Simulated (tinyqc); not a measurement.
Spherical quantum dot: one step. Hard-wall levels. Three cases, with inputs chosen for the exercise.

Task: The six lowest of these, with their orbital degeneracy; c = hbar^2/2m0.

With hard walls E = c (x/R)^2/mw, x a zero of j_l: 1s 3.141593; 2s 6.283185; 1p 4.493409; 2p 7.725252; 1d 5.763459; 2d 9.095011; 1f 6.987932; 2f 10.417119.

Constants: hbar^2/2m0 = 3.80998211 eV angstrom^2.

Case 1.

Values chosen (out of a larger set: near those of a non-polar GaN dot in AlN; not measured data): R = 14 angstrom (radius); mw = 0.201 m0 (mass inside).

Case 2.

Values chosen (out of a larger set: near those of an InGaAs dot in InAlAs; not measured data): R = 87 angstrom (radius); mw = 0.0405 m0 (mass inside).

Case 3.

Values chosen (out of a larger set: near those of an InGaAs dot in InAlAs; not measured data): R = 104 angstrom (radius); mw = 0.0404 m0 (mass inside).

Give: Hard walls.

Result:

Case 1.

Hard walls:
```
state,degeneracy,x,E (eV)
1s,1,3.1416,0.9545
1p,3,4.4934,1.9526
1d,5,5.7635,3.2125
2s,1,6.2832,3.8180
1f,7,6.9879,4.7225
2p,3,7.7253,5.7716
```

Shells close, with spin and per valley, at 2, 8, 18, 20 electrons; levels above about 0.3 eV are beyond a parabolic mass, and anisotropic valleys split the shells. The real barrier, V0 = 1.982 eV, lies below 4 values at the end of the list.

Case 2.

Hard walls:
```
state,degeneracy,x,E (eV)
1s,1,3.1416,0.1227
1p,3,4.4934,0.2509
1d,5,5.7635,0.4129
2s,1,6.2832,0.4907
1f,7,6.9879,0.6069
2p,3,7.7253,0.7417
```

Shells close, with spin and per valley, at 2, 8, 18, 20 electrons; levels above about 0.3 eV are beyond a parabolic mass, and anisotropic valleys split the shells. The real barrier, V0 = 0.537 eV, lies below 2 values at the end of the list.

Case 3.

Hard walls:
```
state,degeneracy,x,E (eV)
1s,1,3.1416,0.0861
1p,3,4.4934,0.1760
1d,5,5.7635,0.2896
2s,1,6.2832,0.3442
1f,7,6.9879,0.4258
2p,3,7.7253,0.5204
```

Shells close, with spin and per valley, at 2, 8, 18, 20 electrons; levels above about 0.3 eV are beyond a parabolic mass, and anisotropic valleys split the shells. The real barrier, V0 = 0.531 eV, lowers all of them.

Computed by tinyqc, one run a case: `OMP_NUM_THREADS=1 python tinyqc.py N N+1 out.jsonl` with N = 1251669, 1252788, 1252794; one thread of a shared Intel(R) Xeon(R) Processor @ 2.30GHz, about 0.04 s a run at most.
